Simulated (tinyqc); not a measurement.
Three-level Kane dispersion of a narrow-gap semiconductor, step by step. Values are carried at full precision from step to step, so a last printed digit may differ when a step is redone from the rounded ones.

Zero of energy at Gamma8, c = hbar^2/2m0, P^2 = Ep c. The free-electron term and remote bands are left out, so the heavy holes are flat at E = 0 and the other three bands obey E (E - Eg)(E + Dso) = P^2 k^2 (E + 2 Dso/3). The conduction band is the highest root; its edge is Ec = max(Eg, 0).

Constants: hbar^2/2m0 = 3.80998211 eV angstrom^2; hbar = 6.58211957e-16 eV s; e^2/(4 pi eps0) = 14.39964547 eV angstrom; muB = 5.788381798e-05 eV/T.

Parameters, chosen for this exercise (near those of InSb; not measured data): Eg = 0.24 eV (E(Gamma6) - E(Gamma8)); Dso = 0.79 eV (spin-orbit splitting); Ep = 23.4 eV (Kane energy); k = 0.009 1/angstrom (wave vector); n = 7.4e+17 cm^-3 (electron density); eps = 15.8 (high-frequency dielectric constant); B = 4.9 T (magnetic field).

## The three bands at one k

Expand the equation into E^3 + a2 E^2 + a1 E + a0 = 0 and give its roots; compare with the two-level form (Dso to infinity) E = Eg/2 +/- sqrt(Eg^2/4 + (2/3) P^2 k^2).

P^2 k^2 = 0.007221 eV^2

a2, a1, a0: 0.550000  -0.196821  -0.003803

roots (eV): -0.7923  -0.0184  0.2608

two-level form (eV): -0.0186  0.2586

The two-level form misses the highest root by -2.1 meV. The order is normal: Gamma6 forms the conduction band.

## Mass at the edge and limiting velocity

m0* = Eg (Eg + Dso)/(Ep (Eg + 2 Dso/3)). In the two-level form the velocity tends to v = sqrt(2/3) P/hbar, and |Eg| = 2 m v^2 with m = 3 |Eg|/(2 Ep), as for a relativistic particle. 1 angstrom = 1e-10 m.

m0* = 0.01378 m0
P = 9.4421 eV angstrom
v = 1.171e+06 m/s
k at which the linear part sets in, |Eg|/(2 hbar v) = 0.01557 1/angstrom

## Fermi level and mass at a given density

Degenerate electrons at T = 0: kF = (3 pi^2 n)^(1/3), 1 cm^-3 = 1e-24 angstrom^-3; EF is the highest root at kF. The momentum (cyclotron, optical) mass is m(E) = hbar^2 k/(dE/dk) = c d(k^2)/dE with d(k^2)/dE = k^2 [1/E + 1/(E - Eg) + 1/(E + Dso) - 1/(E + 2 Dso/3)]; the density of states is k d(k^2)/dE/(2 pi^2).

Edge mass m0* = Eg (Eg + Dso)/(Ep (Eg + 2 Dso/3)).

Compare EF - Ec with the parabolic value c kF^2/m0*.

kF = 0.02798 1/angstrom
EF - Ec = 0.1418 eV
parabolic value = 0.2165 eV
m(EF) = 0.02812 m0
m(EF)/m0* = 2.041
density of states at EF = 1.046e+19 1/(eV cm^3)

The parabola overstates EF - Ec by a factor of 1.53; (EF - Ec)/|Eg| = 0.59, and the two-level rule 1 + 2 (EF - Ec)/|Eg| = 2.181 estimates the mass ratio.

## Plasma and cyclotron energies

hbar wp = sqrt(8 pi c (e^2/4 pi eps0) n/(eps m)), hbar wc = 2 muB B/m (classical limit), with m = m(EF) and, for comparison, the edge mass; n in angstrom^-3.

hbar wp with m(EF), with m0* (meV): 47.92  68.46

hbar wc with m(EF), with m0* (meV): 20.17  41.17

hbar wc is not small against EF - Ec = 141.8 meV, so fewer than ten Landau levels are filled and the classical value is only a guide.

## Checks

- Roots of the cubic against the 8 x 8 Kane matrix without remote terms: they agree to 1e-10 or better.
- m(E) near the edge against m0*: both 0.01378.

(tinyqc, `OMP_NUM_THREADS=1 python tinyqc.py 1080769 1080770 out.jsonl`, Intel(R) Xeon(R) Processor @ 2.30GHz, 1 thread, shared host, about 0.01 s.)
